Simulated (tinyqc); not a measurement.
From results back to parameters: exchange-split free-electron bands and tunnelling magnetoresistance. Four cases, with inputs chosen for the exercise.

Problem. The electron density n_up + n_dn and the polarisation of the density of states, P = (k_up - k_dn)/(k_up + k_dn), are given; EF and Dx are hidden.

Majority and minority bands E = c k^2/m -/+ Dx/2, c = hbar^2/2m0, so k_up = sqrt(m (EF + Dx/2)/c), k_dn = sqrt(m (EF - Dx/2)/c); n_s = k_s^3/(6 pi^2), D_s = m k_s/(4 pi^2 c).

Constants: hbar^2/2m0 = 3.80998211 eV angstrom^2.

Find: k_up, k_dn; EF; Dx.

Method. k_dn/k_up = (1 - P)/(1 + P); n then fixes k_up; EF is the mean and Dx the difference of the two kinetic energies.

Case 1.

Values chosen: m = 1.25 m0 (mass in the electrodes).
n = 0.0492923 1/angstrom^3
P = 0.117222

Solution.

k_up, k_dn (1/angstrom): 1.2503  0.9880

EF = 3.87 eV
Dx = 1.79 eV

Case 2.

Values chosen: m = 1.24 m0 (mass in the electrodes).
n = 0.0485489 1/angstrom^3
P = 0.078240

Solution.

k_up, k_dn (1/angstrom): 1.2095  1.0340

EF = 3.89 eV
Dx = 1.21 eV

Case 3.

Values chosen: m = 1.15 m0 (mass in the electrodes).
n = 0.0567470 1/angstrom^3
P = 0.107603

Solution.

k_up, k_dn (1/angstrom): 1.3019  1.0489

EF = 4.63 eV
Dx = 1.97 eV

Case 4.

Values chosen: m = 1.13 m0 (mass in the electrodes).
n = 0.0409120 1/angstrom^3
P = 0.150678

Solution.

k_up, k_dn (1/angstrom): 1.2000  0.8857

EF = 3.75 eV
Dx = 2.21 eV

Computed by tinyqc, one run a case: `OMP_NUM_THREADS=1 python tinyqc.py N N+1 out.jsonl` with N = 1652405, 1652453, 1652460, 1652480; one thread of a shared Intel(R) Xeon(R) Processor @ 2.30GHz, about 0.01 s a run at most.
